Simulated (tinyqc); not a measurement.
Carrier statistics of a doped semiconductor with parabolic bands: one step. Effective densities of states. Five cases, with inputs chosen for the exercise.

Task: m_de = Mv^(2/3) (ml mt^2)^(1/3); m_dh = (mhh^(3/2) + mlh^(3/2))^(2/3); N = 2 (m kB T/(4 pi c))^(3/2) with c = hbar^2/2m0, in 1/angstrom^3; times 1e24 for 1/cm^3.

Constants: hbar^2/2m0 = 3.80998211 eV angstrom^2.

Case 1.

Values chosen (near those of AlAs; shifted at random, so the results belong to these values and not to a real crystal): ml = 0.986 m0 (longitudinal electron mass); mt = 0.222 m0 (transverse electron mass); Mv = 3 (equivalent valleys); mhh = 0.765 m0 (heavy-hole mass); mlh = 0.152 m0 (light-hole mass).

kT = 0.01723467 eV

Case 2.

Values chosen (near those of Si; shifted at random, so the results belong to these values and not to a real crystal): ml = 0.87 m0 (longitudinal electron mass); mt = 0.192 m0 (transverse electron mass); Mv = 6 (equivalent valleys); mhh = 0.566 m0 (heavy-hole mass); mlh = 0.156 m0 (light-hole mass).

kT = 0.02412853 eV

Case 3.

Values chosen (near those of SiC; shifted at random, so the results belong to these values and not to a real crystal): ml = 0.331 m0 (longitudinal electron mass); mt = 0.418 m0 (transverse electron mass); Mv = 3 (equivalent valleys); mhh = 1.01 m0 (heavy-hole mass); mlh = 0.462 m0 (light-hole mass).

kT = 0.03446933 eV

Case 4.

Values chosen (near those of Ge; shifted at random, so the results belong to these values and not to a real crystal): ml = 1.56 m0 (longitudinal electron mass); mt = 0.0809 m0 (transverse electron mass); Mv = 4 (equivalent valleys); mhh = 0.326 m0 (heavy-hole mass); mlh = 0.0424 m0 (light-hole mass).

kT = 0.01292600 eV

Case 5.

Values chosen (near those of Si; shifted at random, so the results belong to these values and not to a real crystal): ml = 0.896 m0 (longitudinal electron mass); mt = 0.2 m0 (transverse electron mass); Mv = 6 (equivalent valleys); mhh = 0.549 m0 (heavy-hole mass); mlh = 0.148 m0 (light-hole mass).

kT = 0.03446933 eV

Give: m_de; m_dh; Nc; Nv.

Result:

Case 1.

m_de = 0.7591 m0
m_dh = 0.8095 m0
Nc = 9.0333e+18 1/cm^3
Nv = 9.9491e+18 1/cm^3

The light holes supply 8.1 % of Nv, and Nc/Nv = 0.908.

Case 2.

m_de = 1.0491 m0
m_dh = 0.6194 m0
Nc = 2.4313e+19 1/cm^3
Nv = 1.1029e+19 1/cm^3

The light holes supply 12.6 % of Nv, and Nc/Nv = 2.2.

Case 3.

m_de = 0.8044 m0
m_dh = 1.2088 m0
Nc = 2.7874e+19 1/cm^3
Nv = 5.1348e+19 1/cm^3

The light holes supply 23.6 % of Nv, and Nc/Nv = 0.543.

Case 4.

m_de = 0.5467 m0
m_dh = 0.3361 m0
Nc = 3.5859e+18 1/cm^3
Nv = 1.7289e+18 1/cm^3

The light holes supply 4.5 % of Nv, and Nc/Nv = 2.07.

Case 5.

m_de = 1.0887 m0
m_dh = 0.5991 m0
Nc = 4.3885e+19 1/cm^3
Nv = 1.7916e+19 1/cm^3

The light holes supply 12.3 % of Nv, and Nc/Nv = 2.45.

Computed by tinyqc, one run a case: `OMP_NUM_THREADS=1 python tinyqc.py N N+1 out.jsonl` with N = 1681288, 1681543, 1681944, 1682195, 1682205; one thread of a shared Intel(R) Xeon(R) Processor @ 2.30GHz, about 0.01 s a run at most.
